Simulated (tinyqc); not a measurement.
# Abrupt p-n junction, non-linear Poisson equation by Newton steps: two studies

One dimension, p side on the left, n side on the right; net doping C = -Na for x < 0 and +Nd for x > 0. The potential psi is counted from the intrinsic level, and the quasi-Fermi potentials are flat: 0 for holes and -V for electrons, so n = ni exp((psi + V)/Vt) and p = ni exp(-psi/Vt) (Boltzmann statistics, full ionisation, no current).

Inputs (values chosen for the exercise); band and dielectric values close to those of indium phosphide:
- T = 350 K (temperature)
- Eg = 1.34 eV (band gap)
- eps_r = 12.6 (relative permittivity)
- Nc = 7.04e17 cm^-3 (conduction-band density of states at T)
- Nv = 1.37e19 cm^-3 (valence-band density of states at T)
- Na = 1.7e16 cm^-3 (acceptor density of the p side)
- Nd = 1.8e17 cm^-3 (donor density of the n side)
- V = 0 V (bias of the p side against the n side)

Constants: q = 1.602176634e-19 C, kB = 1.380649e-23 J/K, Vt = kB T/q, eps0 = 8.8541878128e-14 F/cm where lengths are in cm. Results are converted to the units shown.

Each table varies one quantity; the others keep the values above.

## Capacitance and field against bias

The Poisson equation d/dx(eps0 eps_r dpsi/dx) = -q (p - n + C) is solved on a mesh of more than 1000 nodes that ends in neutral material (psi_p = -Vt ln(Na/ni), psi_n = Vt ln(Nd/ni) - V). C_j = q d/dV of the integral of p over x, from the linearised equation. ni = sqrt(Nc Nv) exp(-Eg/(2 Vt)), Eg in volts. Depletion approximation: Vbi = Vt ln(Na Nd/ni^2), W = sqrt(2 eps0 eps_r (Vbi - V)(1/Na + 1/Nd)/q), xp = W Nd/(Na + Nd), xn = W Na/(Na + Nd), peak field 2 (Vbi - V)/W, capacitance eps0 eps_r/W. The last column applies it to an abrupt Na-Nd junction.

Capacitance and field against bias:
```
V (V)  peak |E| (kV/cm)  C_j (nF/cm^2)  1/C_j^2 (cm^4/uF^2)  eps0 eps_r/C_j (nm)  abrupt depletion C (nF/cm^2)
0                 68.23          36.61                746.1                304.7                         35.57
-1.11             97.87          25.43                 1546                438.7                         25.08
-2.22             120.5          20.65                 2346                540.4                         20.46
-3.33             139.6          17.83                 3146                625.7                         17.71
-4.44             156.3          15.92                 3945                700.7                         15.83
-5.56             171.6          14.51                 4752                769.1                         14.44
-6.67             185.4          13.42                 5552                831.2                         13.37
-7.78             198.3          12.55                 6351                889.1                         12.51
-8.89             210.4          11.83                 7151                943.4                         11.79
-10               221.9          11.22                 7950                994.7                         11.18
```

What does the comparison show?

With V going from 0 to -10 V, C_j falls from 36.6 to 11.2 nF/cm^2 and the peak field rises from 68.2 to 222 kV/cm. The slope of 1/C_j^2, read as N = 2/(q eps0 eps_r |slope|), gives 1.55e16 cm^-3 between the first two rows and 1.55e16 cm^-3 between the last two, against Na Nd/(Na + Nd) = 1.55e16 cm^-3; the slopes of all rows agree within 0.09 %, as for uniform doping at both edges. At the end C_j goes as (Vbi - V)^(-0.50) with Vbi = 1.10 V, and it is 0.27 % above the abrupt depletion formula (at the first row 2.9 % above it).

## Convergence with the mesh

Uniform meshes of N intervals over 792 nm, nodes at x_i = (i - j - 1/2) h, i = 0..N, so that the junction lies midway between nodes j and j + 1; end nodes fixed at psi_p and psi_n; box-integrated Poisson equation eps0 eps_r (psi_(i+1) - 2 psi_i + psi_(i-1))/h + q h (p - n + C) = 0. The peak field is the largest (psi_(i+1) - psi_i)/h; LD = sqrt(eps0 eps_r Vt/(q N)) of the heavier side. Errors are against E_j. Exact first integral for an abrupt junction with thick neutral sides: psi_p = -Vt ln(Na/ni), psi_n = Vt ln(Nd/ni) - V, psi_j = (Nd psi_n + Na psi_p - Vt (Nd - Na))/(Na + Nd) at the junction, n_j = ni exp((psi_j + V)/Vt), p_j = ni exp(-psi_j/Vt), and E_j^2 = (2 q/(eps0 eps_r)) [Nd (psi_n - psi_j - Vt) + Vt (n_j + p_j)] (minority densities of the neutral sides neglected).

Convergence with the mesh:
```
N     h (nm)     h/LD     j  peak field (kV/cm)  error (%)
10     79.20    7.332     8               62.38      -8.57
20     39.60    3.666    17               66.49      -2.54
40     19.80    1.833    34               67.79     -0.639
80     9.900   0.9165    68               68.10     -0.184
160    4.950   0.4583   136               68.19    -0.0483
320    2.475   0.2291   273               68.22    -0.0122
640    1.238   0.1146   546               68.22   -3.07e-3
1280  0.6188  0.05728  1092               68.23   -7.68e-4
```

The error goes from -8.6 % at N = 10 to -7.7e-4 % at N = 1280. Over the last doubling it shrinks by a factor of 4.0, close to the 4 of a second-order scheme. It first drops below 1 % at N = 40, where h is 1.8 Debye lengths.

tinyqc, about 0.02 s, one thread, Intel Xeon 2.30GHz (shared host): `OMP_NUM_THREADS=1 python tinyqc.py 2000007 2000008 out.jsonl`
